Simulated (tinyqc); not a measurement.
# Inputs raised by 5 %, one at a time

Model: dopants and charged point defects at anneal temperature: Fermi-level effect, clustering and pairing. Computed by tinyqc, a small Python program. Command: `OMP_NUM_THREADS=1 python tinyqc.py 3003358 3003359 out.jsonl pairing sens`. One thread of a shared host (Intel(R) Xeon(R) Processor @ 2.30GHz), about 0.04 s of CPU time with the checks.

Boltzmann statistics and full ionisation of active dopants. Energies are counted from the valence band; the defect (a vacancy or self-interstitial) has five charge states, with all degeneracy factors one.

Inputs (values chosen for the exercise, with bands modelled on GaAs):
```
quantity                                         value    unit
gap at 0 K E_g0                                   1.53      eV
Varshni alpha                                 0.000537    eV/K
Varshni beta                                       205       K
electron mass m_e                               0.0688     m_0
valleys M_c                                          1       -
hole mass m_h                                    0.534     m_0
anneal temperature T                               940       K
total dopant density N                         2.4e+19   cm^-3
formation enthalpy of the neutral defect H_f      2.34      eV
formation entropy S_f                                2     k_B
site density N_s                               4.2e+22   cm^-3
intrinsic dopant diffusivity D_i               1.5e-14  cm^2/s
anneal time t                                       30       s
dopant atoms per cluster k                           3       -
cluster binding energy E_b                        1.41      eV
```

Dopant: acceptor. Second part: clustering of the dopant.

defect levels as fractions of E_g(T): (2+/+), (+/0), (0/-), (-/2-): 0.19  0.25  0.61  0.82

Constants: m_0 = 9.1093837015e-31 kg; k_B = 1.380649e-23 J/K; h = 6.62607015e-34 J s; k_B = 8.617333262e-05 eV/K.

Method:
- E_g = E_g0 - alpha T^2/(T + beta).
- N_c = 2 M_c (2 pi m_e k_B T/h^2)^(3/2) and N_v = 2 (2 pi m_h k_B T/h^2)^(3/2), masses in units of m_0.
- n_i = sqrt(N_c N_v) exp(-E_g/2 k_B T); E_i = E_g/2 + (k_B T/2) ln(N_v/N_c).
- p = A/2 + sqrt(A^2/4 + n_i^2) for an active density A.
- k ionised dopants and k carriers form one neutral cluster: C = N_s (A/N_s)^k (p/N_b)^k exp(E_b/k_B T), N_b the effective density of states of the majority band, and N = A + k C (60 bisections in ln A between ln N - 90 and ln N).
- chi = n/n_i (for acceptors n_i/p); E_F = E_i + k_B T ln chi; field enhancement h = 1 + A/sqrt(A^2 + 4 n_i^2).
- C_0 = N_s exp(S_f/k_B) exp(-H_f/k_B T). Ratios to the neutral state at E_F = E_i: r_+ = exp((E(+/0) - E_i)/k_B T), r_2+ = r_+ exp((E(2+/+) - E_i)/k_B T), r_- = exp((E_i - E(0/-))/k_B T), r_2- = r_- exp((E_i - E(-/2-))/k_B T); at other E_F state q scales as chi^(-q). The enhancement is sum r_q chi^(-q)/sum r_q. The charge on the defects is left out of neutrality.
- If every charge state of the defect carries the dopant equally well, D = D_i x enhancement x h x (active share A/N, a rough stand-in that overstates the dA/dN which immobile clusters call for), D_i being an input held fixed when T or H_f is moved; diffusion length 2 sqrt(D t).

Runs:
```
input moved                                           from         to  active density A (cm^-3)   D/D_i  diffusion length (nm)  all defects, doped (cm^-3)
base run                                                 -          -                1.6428e+19  32.570                 76.567                  4.3846e+12
total dopant density N (cm^-3)                     2.4e+19   2.52e+19                1.6736e+19  32.656                 76.669                  4.5312e+12
cluster binding energy E_b (eV)                       1.41     1.4805                1.4704e+19  23.993                 65.717                  3.6087e+12
formation enthalpy of the neutral defect H_f (eV)     2.34      2.457                1.6428e+19  32.570                 76.567                  1.0343e+12
gap at 0 K E_g0 (eV)                                  1.53     1.6065                1.6428e+19  50.404                 95.251                  6.3900e+12
intrinsic dopant diffusivity D_i (cm^2/s)          1.5e-14  1.575e-14                1.6428e+19  32.570                 78.458                  4.3846e+12
anneal time t (s)                                       30       31.5                1.6428e+19  32.570                 78.458                  4.3846e+12
```

Exponents ln(y'/y) / ln(x'/x):
```
input                                         active density A   D/D_i  diffusion length  all defects, doped
total dopant density N                                   0.381   0.054             0.027               0.674
cluster binding energy E_b                              -2.272  -6.264            -3.132              -3.992
formation enthalpy of the neutral defect H_f             0.000   0.000             0.000             -29.604
gap at 0 K E_g0                                          0.000   8.950             4.475               7.719
intrinsic dopant diffusivity D_i                         0.000   0.000             0.500               0.000
anneal time t                                            0.000   0.000             0.500               0.000
```

Among the inputs moved here: active density A answers most in size to cluster binding energy E_b (exponent -2.272), next to total dopant density N (+0.381); its exponent is below 0.0005 for formation enthalpy of the neutral defect H_f, gap at 0 K E_g0, intrinsic dopant diffusivity D_i, anneal time t. D/D_i answers most in size to gap at 0 K E_g0 (exponent +8.950), next to cluster binding energy E_b (-6.264); its exponent is below 0.0005 for formation enthalpy of the neutral defect H_f, intrinsic dopant diffusivity D_i, anneal time t. Diffusion length answers most in size to gap at 0 K E_g0 (exponent +4.475), next to cluster binding energy E_b (-3.132); its exponent is below 0.0005 for formation enthalpy of the neutral defect H_f. Its exponent +0.500 in intrinsic dopant diffusivity D_i: diffusion, sqrt(D t). Its exponent +0.500 in anneal time t: diffusion, sqrt(D t). all defects, doped answers most in size to formation enthalpy of the neutral defect H_f (exponent -29.604), next to gap at 0 K E_g0 (+7.719); its exponent is below 0.0005 for intrinsic dopant diffusivity D_i, anneal time t.
